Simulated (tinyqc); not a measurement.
Landau-Devonshire theory of a uniaxial ferroelectric: one step, computed by the program tinyqc. Command: `OMP_NUM_THREADS=1 python tinyqc.py 3017647 3017648 out.jsonl ferro walk`. One thread of a shared host (Intel(R) Xeon(R) Processor @ 2.30GHz), about 0.01 s of CPU time with the checks.

G(P) = (alpha/2) P^2 + (beta*/4) P^4 + (gamma/6) P^6 - E P per volume, SI units, one domain, P along the polar axis, which is normal to the film.

Question. Spontaneous polarisation, susceptibility, coercive field. Ps^2 = [-beta* + sqrt(beta*^2 - 4 alpha gamma)]/(2 gamma). chi = 1/(eps_0 G''), G'' = alpha + 3 beta* P^2 + 5 gamma P^4 at Ps. Ps, chi and the coercive field are for perfect screening, without a depolarising field. The intrinsic coercive field is |alpha P + beta* P^3 + gamma P^5| at the P_c where G'' = 0. 1 C/m^2 = 100 microcoulomb/cm^2.

Inputs (values chosen for the exercise, modelled on barium titanate): Curie-Weiss temperature T0 = 381 K; gamma = 1.67e+10 J m^9/C^6; temperature T = 300 K.

Sample: epitaxial film.

alpha = -1.174740e+08 J m/C^2

beta* = 4.987143e+08 J m^5/C^4

Constants: eps_0 = 8.8541878128e-12 F/m.

Give: spontaneous polarisation Ps; susceptibility chi; well depth G(Ps); P_c; intrinsic coercive field.

Answer.

spontaneous polarisation Ps = 26.51 microcoulomb/cm^2

susceptibility chi = 282.5

well depth G(Ps) = -2.546 MJ/m^3

P_c = 17.21 microcoulomb/cm^2

intrinsic coercive field = 15.15 MV/m

P_c/Ps = 0.649, above the 0.577 of a quartic well, as the sixth-order term matters. Real switching runs by domain nucleation at far lower fields.
